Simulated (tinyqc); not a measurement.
## Phonon and roughness prefactors from two fields

Question. At 300 K and high field 1/mu = E^(1/3)/Ap + E^gs/As, E in MV/cm. Find Ap and As.

Inputs (values chosen for the exercise):
```
symbol,value,unit,meaning
gs,2,,exponent of the roughness term
```

mu at E = 0.47 and 0.95 MV/cm (cm^2/(V s)): 448.12205  262.74229

Answer. Two linear equations in 1/Ap and 1/As.

Ap = 413.0 cm^2/(V s)
As = 633.0 cm^2/(V s)

Numbers from tinyqc (`OMP_NUM_THREADS=1 python tinyqc.py 2510130 2510131 out.jsonl`; about 0.01 s on one thread of a shared Intel Xeon 2.30GHz).
